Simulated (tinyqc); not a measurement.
## MOS structure on a p-type body with a surface-enhanced doping, non-linear Poisson equation by Newton steps: effect of the electron quasi-Fermi potential against the body on threshold, swing and body effect

One dimension, insulator interface at x = 0, acceptor density Na + N0 exp(-x/Ls), net doping C = -(acceptor density). psi is counted from the intrinsic level: n = ni exp((psi - Vb)/Vt), p = ni exp(-psi/Vt); deep in the body psi_b = -Vt ln(Na/ni). The gate acts through Cox = eps0 eox/tox and has the potential psi_G = Vg - (phiM - chi - Vt ln(Nc/ni)). Boltzmann statistics, full ionisation, classical densities, no oxide or interface charge.

ni = sqrt(Nc Nv) exp(-Eg/(2 Vt)), Eg in volts. The Poisson equation d/dx(eps0 eps_r dpsi/dx) = -q (p - n + C), with eps0 eps_r dpsi/dx = -Cox (psi_G - psi_0) at x = 0, is solved on a mesh of about 600 nodes or more. N_inv is the integral of n less its value deep in the body. VT is the Vg at which N_inv = 2e11 cm^-2. m = 1/(dpsi_0/dVg) at N_inv = 1e8 cm^-2; the swing is the Vg between N_inv = 1e8 and 1e9 cm^-2; body coefficient [VT(Vb + 0.05 V) - VT(Vb)]/0.05 V - 1.

Parameters, values chosen for the exercise; band and dielectric values close to those of silicon: temperature T = 300 K; band gap Eg = 1.11 eV; relative permittivity eps_r = 11.5; conduction-band density of states at T Nc = 2.78e19 cm^-3; valence-band density of states at T Nv = 2.66e19 cm^-3; electron affinity chi = 4.12 eV; acceptor density deep in the body Na = 5.4e17 cm^-3; relative permittivity of the gate insulator (close to zirconium oxide) eox = 24.4; insulator thickness tox = 33 nm; gate work function phiM = 4.65 eV; extra acceptor density at the surface N0 = 1.3e18 cm^-3; decay length Ls = 15 nm.

Constants: q = 1.602176634e-19 C, kB = 1.380649e-23 J/K, Vt = kB T/q, eps0 = 8.8541878128e-14 F/cm where lengths are in cm. Results are converted to the units shown.

Results:
```
Vb (V)	VT (V)	psi_0 - psi_b at VT (V)	m - 1	swing (mV/decade)	body coefficient
0	1.47	0.963	0.474	88.5	0.417
0.6	2.29	1.57	0.326	79.5	0.304
0.9	2.67	1.87	0.288	77.1	0.273
1.2	3.05	2.17	0.260	75.4	0.248
1.5	3.43	2.47	0.238	74.1	0.230
1.8	3.79	2.77	0.221	73.1	0.214
```

Estimate the missing row, Vb = 0.3 V.

Computed row:
```
Vb (V)	VT (V)	psi_0 - psi_b at VT (V)	m - 1	swing (mV/decade)	body coefficient
0.3	1.89	1.27	0.382	82.9	0.349
```

With this row back in the table: As Vb goes from 0 to 1.8, VT rises from 1.47 to 3.79 V, the swing falls from 88.5 to 73.1 mV/decade and the body coefficient falls from 0.417 to 0.214. The swing stays within 0.86 % of m Vt ln 10, and the body coefficient within 0.057 of m - 1.

Program tinyqc, `OMP_NUM_THREADS=1 python tinyqc.py 2080164 2080165 out.jsonl`; Intel Xeon 2.30GHz, shared host, one thread, about 0.6 s.
